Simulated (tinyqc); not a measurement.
Long-channel MOSFET, surface-potential model: course of the iteration: surface potential at the source by Newton steps.

n-channel transistor on a uniformly doped p-type body, gradual-channel approximation, constant mobility, Boltzmann statistics, full ionisation. Potentials are counted from the neutral body; V is the electron quasi-Fermi potential, Vsb at the source and Vsb + Vds at the drain. Charges are magnitudes per area.

With V = Vsb: G = psi - Vt + Vt e, e = exp((psi - 2 phiF - Vsb)/Vt); f = Vgs + Vsb - Vfb - psi - gamma sqrt(G); f' = -1 - gamma (1 + e)/(2 sqrt(G)); psi(new) = psi - f/f'.

Stop when psi changes by less than 1e-10 V, or after 8 iterations.

Inputs (values chosen for the exercise); material values those of a made-up semiconductor: temperature T = 273 K; flat-band voltage Vfb = -1.24 V; source-body reverse bias Vsb = 1 V; gate-source voltage Vgs = 2.78 V.

Constants: q = 1.602176634e-19 C, kB = 1.380649e-23 J/K, Vt = kB T/q. Results are converted to the units shown.

psi at the start (the root without inversion charge) = 4.54429 V
phiF = 1.45407 V
gamma = 0.223737 V^0.5

Course of the iteration:
```
iteration	psi (V)	|change| (V)
1	4.49724	0.0470
2	4.45019	0.0470
3	4.40315	0.0470
4	4.35612	0.0470
5	4.30914	0.0470
6	4.26230	0.0468
7	4.21584	0.0465
8	4.17046	0.0454
```

Did this iteration meet its convergence test, and what does its course show?

No. Not converged within 8 iterations. The start lies 27 Vt above 2 phiF + Vsb, and the last step lowers psi by 1.93 Vt: where sqrt(G) grows as exp(psi/(2 Vt)), a Newton step is 2 Vt long. A rerun with the start at the smaller of 2 phiF + Vsb + 4 Vt and the root without inversion charge converges in 8 iterations.

Range of the model: The surface field at the source is about 1.9 MV/cm, where quantisation and degeneracy of the inversion layer, left out here, matter.

tinyqc, about 0.03 s, one thread, Intel Xeon 2.30GHz (shared host): `OMP_NUM_THREADS=1 python tinyqc.py 2360016 2360017 out.jsonl`
